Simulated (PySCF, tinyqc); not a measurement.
Coupled-perturbed Hartree-Fock on RHF in the sto-6g basis, for Be, spin multiplicity 1, step by step. The lowest restricted solution is unstable here: a spin-polarised one lies 0.0017 hartree lower (PySCF). One step of it, computed by the program tinyqc.

Problem. Response to a field: uncoupled start. Field along z; U_ai = -mu_ai / (e_a - e_i), alpha = -4 sum U_ai mu_ai.

orbital energies (hartree): MO1 -4.541835, MO2 -0.252096, MO3 0.219697, MO4 0.219697, MO5 0.219697

dipole integrals <a|z|i> (bohr):
```
          i1        i2
a3  0.000000  0.000000
a4  0.000000  0.000000
a5  0.142410  1.263733
```

Give: uncoupled U; uncoupled polarisability.

Solution.

uncoupled U:
```
        i1      i2
a3   0.000   0.000
a4   0.000   0.000
a5  -0.030  -2.679
```

uncoupled polarisability = 13.557 bohr^3
